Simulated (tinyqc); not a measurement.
# Worked calculation: square on-chip spiral inductor, lumped pi model

tinyqc, about 0.01 s, one thread, Intel Xeon 2.30GHz (shared host): `OMP_NUM_THREADS=1 python tinyqc.py 2302023 2302024 out.jsonl` Printed values are rounded.

Outer diameter do = di + 2 n wd + 2 (n - 1) sp, mean da = (do + di)/2, fill p = (do - di)/(do + di), length l = 4 n da. L = 2.34 mu0 n^2 da/(1 + 2.75 p), mu0 = 4 pi 1e-7 H/m. Rs = rho l/(wd delta (1 - exp(-th/delta))), delta = sqrt(rho/(pi f mu0)). Cs = n wd^2 eps0 eo/hu across the coil. At each end Cox = l wd eps0 eo/(2 ho) leads to the substrate branch Rsi = 2 rs he/(l wd) in parallel with Csi = l wd eps0 11.7/(2 he). With one end grounded Y = 1/(Rs + i w L) + i w Cs + 1/[1/(i w Cox) + 1/(1/Rsi + i w Csi)], w = 2 pi f; Q = -Im Y/Re Y. Eddy currents in neighbouring turns and in the substrate are left out.

Values chosen for this exercise; values of the order met in silicon radio-frequency processes: number of turns n = 2.5; line width wd = 4 um; space between turns sp = 3 um; inner diameter di = 80 um; metal thickness th = 3 um; metal resistivity rho = 2.2 uohm cm; oxide below the coil ho = 7.4 um; oxide between coil and underpass hu = 0.8 um; relative permittivity of the oxide eo = 3; substrate resistivity rs = 20 ohm cm; effective spreading depth in the substrate he = 50 um; frequency f = 6.1 GHz.

Constants: eps0 = 8.8541878128e-12 F/m. Results are converted to the units shown.

## Geometry and model elements

do, l, L, delta, Rs, Cs, Cox, Rsi and Csi as defined.

do = 109 um
l = 945 um
L = 1.22138 nH
delta = 0.955799 um
Rs = 5.68420 ohm
Cs = 1.32813 fF
Cox = 6.78422 fF
Rsi = 5291.01 ohm
Csi = 3.91585 fF

Rs is 3.28 times the direct-current value in this empirical form, which overstates the skin effect of a flat slab when delta is near th and so stands in for some current crowding.

## Admittance, quality factor and apparent inductance

Series branch 1/(Rs + i w L), substrate branch, total Y, Q = -Im Y/Re Y, apparent inductance Im(1/Y)/w, metal-only value w L/Rs, share of the loss in the substrate Re(substrate branch)/Re Y.

series branch = 2.5562-21.0515i mS
substrate branch = 0.062668+0.124040i mS
Y = 2.6188-20.8765i mS
Q = 7.97165
apparent inductance = 1.23041 nH
w L/Rs = 8.23553
share of the loss in the substrate = 2.39296 %

Q is 96.8 % of the metal-only value.
